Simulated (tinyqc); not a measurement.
# Worked calculation: one electron in a tunnel-coupled double dot: charge qubit, sensing and quantum capacitance

Numbers from tinyqc (`OMP_NUM_THREADS=1 python tinyqc.py 2470125 2470126 out.jsonl`; about 0.01 s on one thread of a shared Intel Xeon 2.30GHz). Printed values are rounded.

Basis (left, right), H = [[ep/2, tc], [tc, -ep/2]], splitting Om = sqrt(ep^2 + 4 tc^2), ep = al times the gate voltage. In equilibrium the electron is on the right with the chance P_R = [1 + (ep/Om) tanh(Om/2 kB T)]/2.

Values chosen for this exercise:
```
symbol  value  unit                                   meaning
tc        6.2   ueV                           tunnel coupling
T       0.034     K                      electron temperature
al       0.12  eV/V     lever arm of the gate on the detuning
Cp       0.84    pF    parasitic capacitance of the resonator
f0        173   MHz                       resonator frequency
Q          58                           loaded quality factor
se        2.1   ueV  deviation of quasi-static detuning noise
ep      -17.9   ueV                                  detuning
```

Constants: q = 1.602176634e-19 C, kB = 1.380649e-23 J/K, hbar = 1.054571817e-34 J s, h = 6.62607015e-34 J s, Vt = kB T/q. Results are converted to the units shown.

## Splitting and occupation

Also the frequency Om/h, the mixing angle arctan2(2 tc, ep) and the weight of the right dot in the ground state, (1 + ep/Om)/2.

Om = 21.77544 ueV
Om/h = 5.265279 GHz
mixing angle = 145.2882 degree
ground-state weight = 0.08898658
kB T = 2.929893 ueV
P_R = 0.08947286

## Capacitance seen by a resonator

q^2 al^2 dP_R/d(ep) splits into Cq = q^2 al^2 (2 tc^2/Om^3) tanh(Om/2 kB T) and Ct = q^2 al^2 (ep/Om)^2/(4 kB T cosh^2(Om/2 kB T)); Ct appears only if relaxation is faster than the drive. A resonator of frequency f0, capacitance Cp and quality factor Q shifts by df = -f0 Cq/(2 Cp) and its phase by -2 Q Cq/Cp.

Cq = 17.15817 aF
Ct = 0.3145804 aF
df = -1.766883 kHz
phase shift = -135.7602 millidegree

## Dephasing by charge noise

Noise in ep shifts Om by (ep/Om) d + (2 tc^2/Om^3) d^2. For Gaussian d of deviation se the spread of Om is sqrt[(ep se/Om)^2 + 2 (2 tc^2 se^2/Om^3)^2], and T2* is estimated as sqrt(2) hbar/spread; Om T2*/h counts the oscillations within T2*.

first-order spread = 1.726256 ueV
second-order spread = 0.04643718 ueV
T2* = 0.5390368 ns
oscillations within T2* = 2.838179

At ep = 0 the first-order term vanishes and T2* would be 3.70 ns.
